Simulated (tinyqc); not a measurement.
What each parameter does: overlap of hydrogenic dopants: pairs, impurity band and the Mott density.

Ry* = Ry m/eps^2, aB = a0 eps/m. For 1s orbitals a distance rho = R/aB apart, in Ry*: overlap S = exp(-rho)(1 + rho + rho^2/3), J = (2/rho)(1 - (1 + rho) exp(-2 rho)) (attraction to the other ion), Kx = 2 (1 + rho) exp(-rho) (exchange of one electron). One electron on a pair has E = -1 - (J +/- Kx)/(1 +/- S), without the repulsion 2/rho of the ions. Hopping after orthogonalisation: t = (Kx - S J)/(1 - S^2), half the splitting. Dopants on a lattice with z neighbours, n = (3 sqrt3/4)/R^3 (bcc), give a band of width B = 2 z t, as on any lattice of two interpenetrating sublattices. Valleys, central cells and disorder are left out.

Constants: Ry = 13.60569312 eV; a0 (Bohr radius) = 0.5291772105 angstrom.

Parameters, chosen for this exercise (an isotropic mass and dielectric constant of the size used for donors in Ge; the results hold for these values, not for the real material): m = 0.12 m0 (mass); eps = 15.7 (dielectric constant); rho = 4.7 aB (distance of a pair); N = 0.016 1/aB^3 (dopant density); z = 8 (neighbours in the dopant lattice).

At fixed N in units of 1/aB^3 and fixed rho: Ry*, 2t of the pair, B of the lattice and the density in 1e18/cm^3 (1/angstrom^3 = 1e24/cm^3). Each row changes one parameter from the base and keeps the others.

Results:
```
case,Ry* (meV),2t (meV),B (meV),density (1e18/cm^3)
base,6.624,0.7142,7.595,0.04821
m = 0.132 m0,7.286,0.7856,8.354,0.06417
eps = 17.27,5.474,0.5902,6.277,0.03622
rho = 5.2 aB,6.624,0.4821,7.595,0.04821
N = 0.024 1/aB^3,6.624,0.7142,11.463,0.07232
```

The largest shifts from the base row, up to three for each result and ties (the steps differ in size, so this ranks the rows, not the parameters). Ry* (meV): eps -1.150, m +0.662; unchanged at the printed digits by rho and N. 2t (meV): rho -0.2321, eps -0.1240, m +0.0714; unchanged at the printed digits by N. B (meV): N +3.868, eps -1.318, m +0.759; unchanged at the printed digits by rho. density (1e18/cm^3): N +0.0241, m +0.0160, eps -0.0120; unchanged at the printed digits by rho.

Run: tinyqc, `OMP_NUM_THREADS=1 python tinyqc.py 1480408 1480409 out.jsonl`; Intel(R) Xeon(R) Processor @ 2.30GHz, one thread, shared host; about 0.01 s of CPU time with all checks.
